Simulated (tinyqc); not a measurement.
Thermal and gravitational stress in a wafer during furnace and rapid thermal processing, and the onset of slip: one step, computed by the program tinyqc. Command: `OMP_NUM_THREADS=1 python tinyqc.py 3016954 3016955 out.jsonl slip walk`. One thread of a shared host (Intel(R) Xeon(R) Processor @ 2.30GHz), about 0.01 s of CPU time with the checks.

A thin free disc in plane stress, isotropic; T(r) = T_centre + dT (r/R)^n with n = 2. Stress is positive in tension; sigma_SB = 5.670374419e-8 W/(m^2 K^4), g = 9.80665 m/s^2.

Task: Thermal stress. With x = r/R: s_rr = alpha E dT (1 - x^n)/(n + 2), s_tt = alpha E dT [1 - (n + 1) x^n]/(n + 2).

Inputs (values chosen for the exercise, modelled on silicon): Young's modulus E = 148 GPa; expansion alpha = 4.44 1e-6/K; edge less centre temperature dT = 24 K.

Temperature profile: parabolic.

Give: Temperature and stresses at r/R = 0, 0.3, 0.5, 0.7, 0.8, 0.9, 0.95, 1; hoop stress at the edge; r/R where s_tt = 0.

Result:

Temperature and stresses at r/R = 0, 0.3, 0.5, 0.7, 0.8, 0.9, 0.95, 1:

| r/R | T - T_centre (K) | s_rr (MPa) | s_tt (MPa) |
|---|---|---|---|
| 0.00 | 0.00 | 3.943 | 3.943 |
| 0.30 | 2.16 | 3.588 | 2.878 |
| 0.50 | 6.00 | 2.957 | 0.986 |
| 0.70 | 11.76 | 2.011 | -1.853 |
| 0.80 | 15.36 | 1.419 | -3.627 |
| 0.90 | 19.44 | 0.749 | -5.638 |
| 0.95 | 21.66 | 0.384 | -6.732 |
| 1.00 | 24.00 | 0.000 | -7.885 |

hoop stress at the edge = -7.88544 MPa

r/R where s_tt = 0 = 0.5774

The hot edge is squeezed; the edge stress is n times that at the centre in size.
